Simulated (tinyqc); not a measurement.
k.p values derived from sp3s* tight binding at Gamma: one step. Valence parameters L, M, N and the Luttinger values.

At Gamma the states are two-level mixtures: s-like S+ (upper) and S- (lower) from [[Esa, Vss], [Vss, Esc]], p-like P- (valence) and P+ from [[Epa, Vxx], [Vxx, Epc]], and the bare s* levels. With real k in 1/angstrom and kz = 0, the phase sums over the four bonds are g0 = 1 - (a k/4)^2/2, g1 = i a kx/4, g3 = -(a/4)^2 kx ky to second order. Each mixture is written (anion, cation) with the anion part positive. c = hbar^2/2m0. No spin-orbit coupling.

Constants: hbar^2/2m0 = 3.80998211 eV angstrom^2.

Values chosen for the exercise (out of a larger set: near a published set for GaSb, fitted to gaps, whose masses and valley positions are rough; not measured data): a = 6.097 angstrom (lattice constant); Vxx = 1.576 eV (px-px); Vxy = 4.129 eV (px-py).

States:
```
state,E (eV),anion part,cation part
S-,-12.005002,0.7951095,0.6064659
P-,0.002317,0.8788207,-0.4771522
S+,0.809002,0.6064659,-0.7951095
P+,3.760683,0.4771522,0.8788207
```

Couplings:
```
pair,P (eV angstrom),E(first) - E(second) (eV)
S+ to P-,-7.173754,0.806685
S+ to P+,1.330732,-2.951681
S- to P-,0.927438,-12.007319
s*a to P-,-3.637223,6.603683
s*c to P-,5.666265,5.976683
```

Task: Direct terms d0 = -(a/4)^2 pa pc Vxx, dN = -2 (a/4)^2 pa pc Vxy for P-. F = sum P^2/(E(P-) - E(s)) over S+, S-, s*a, s*c. The y state of P- couples to the z state of P+ through Q = (a/4) Vxy (pa p'c - pc p'a), primes for P+, and H1 = Q^2/(E(P-) - E(P+)). L = d0 + F, M = d0 + H1, N = dN + F + H1; g1 = -(L + 2M)/(3c), g2 = -(L - M)/(6c), g3 = -N/(6c).

Give: d0, dN, F, Q, H1 (eV angstrom^2; Q in eV angstrom); L, M, N; g1, g2, g3.

Result:

d0, dN, F, Q, H1 (eV angstrom^2; Q in eV angstrom): 1.5354  8.0453  -71.0990  6.2936  -10.5391

L, M, N (eV angstrom^2): -69.564  -9.004  -73.593

g1, g2, g3: 7.662  2.649  3.219

Along [100] the masses without spin-orbit coupling are c/|L| = 0.055 (one band) and c/|M| = 0.423 (two bands).

Run: tinyqc, `OMP_NUM_THREADS=1 python tinyqc.py 1450705 1450706 out.jsonl`; Intel(R) Xeon(R) Processor @ 2.30GHz, one thread, shared host; about 0.01 s of CPU time with all checks.
